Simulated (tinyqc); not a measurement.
Hall effect and magnetoresistance of several carrier groups with constant relaxation times: one step, computed by the program tinyqc. Command: `OMP_NUM_THREADS=1 python tinyqc.py 3001356 3001357 out.jsonl hall2 walk`. One thread of a shared host (Intel(R) Xeon(R) Processor @ 2.30GHz), about 0.01 s of CPU time with the checks.

Group 1 has charge +e and group 2 charge +e; s_i is that sign. B lies along z; mu B is formed with mu in m^2/(V s).

Question. Limits of weak and strong field. Weak field: R_H(0) = sum s_i n_i mu_i^2/(e (sum n_i mu_i)^2); MR = c B^2 with c = n1 n2 mu1 mu2 (s1 mu1 - s2 mu2)^2/(n1 mu1 + n2 mu2)^2. Strong field: R_H = 1/(e sum s_i n_i); rho_xx saturates at (n1/mu1 + n2/mu2)/(e (sum s_i n_i)^2).

Inputs (values chosen for the exercise, for a model conductor):
```
quantity            value        unit
density n1        5.9e+16      1/cm^3
mobility mu1       170000  cm^2/(V s)
density n2        9.7e+16      1/cm^3
mobility mu2        96000  cm^2/(V s)
magnetic field B     0.46           T
```

Carriers: light and heavy holes. Densities: per volume.

Constants: e = 1.602176634e-19 C.

Give: R_H at weak field; coefficient c; R_H at strong field; saturation MR.

Answer.

R_H at weak field = 43.36 cm^3/C

coefficient c = 13.67 1/T^2

R_H at strong field = 40.01 cm^3/C

saturation MR = 7.891 %

R_H keeps its sign, and its size changes by a factor 0.923 from weak to strong field. Caution: mu B is well above 1, where Landau quantisation, left out here, shows at low temperature.
